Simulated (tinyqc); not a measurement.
Debye-Callaway model of lattice thermal conductivity: one step, computed by the program tinyqc.

Three acoustic branches with one velocity v, cut at omega_D = k_B Theta/hbar; x = hbar omega/(k_B T). v and Theta are separate inputs: Theta cuts off the heat-carrying modes, so C need not reach 3 k_B/V. gamma is an effective value that sets the umklapp rate. Heat flows along the wire.

Problem. The integrand on a coarse grid. Rates: point defects A omega^4; umklapp B omega^2 T exp(-Theta/(b T)) with B = hbar gamma^2/(M v^2 Theta). Boundaries: v/Lambda_B with Lambda_B = D (1 + p)/(1 - p). x runs in ten equal steps to min(Theta/T, 12); g = x^4 e^x/(e^x - 1)^2; tau_C is the inverse of all rates summed; the last column is c tau_C g with c = (k_B/(2 pi^2 v)) (k_B T/hbar)^3.

Inputs (values chosen for the exercise, for a model crystal):
```
quantity                              value        unit
sound velocity v                       2510         m/s
Debye temperature Theta                 173           K
mean atomic mass M                      109           u
effective Grueneisen parameter gamma   1.69           -
umklapp exponent divisor b              2.5           -
wire diameter D                        0.66  micrometre
specularity p                           0.6           -
temperature T                           150           K
```

Sample: wire. Point defects: isotopes. Normal processes: left out.

Rayleigh coefficient A = 4.299621e-45 s^3

Constants: k_B = 1.380649e-23 J/K; hbar = 1.054571817e-34 J s; u = 1.6605390666e-27 kg.

Give: Integrand.

Solution.

Integrand:
```
x          g  tau_C (s)  c tau_C g (W/(m K))
0.115  0.013  5.912e-10                16.58
0.231  0.053  2.554e-10                28.55
0.346  0.119  1.311e-10                32.80
0.461  0.209  7.794e-11                34.39
0.577  0.323  5.118e-11                34.94
0.692  0.460  3.602e-11                34.99
0.807  0.618  2.666e-11                34.74
0.923  0.793  2.048e-11                34.30
1.038  0.986  1.621e-11                33.72
1.153  1.192  1.313e-11                33.04
```

Among these rows the integrand is largest at x = 0.69.
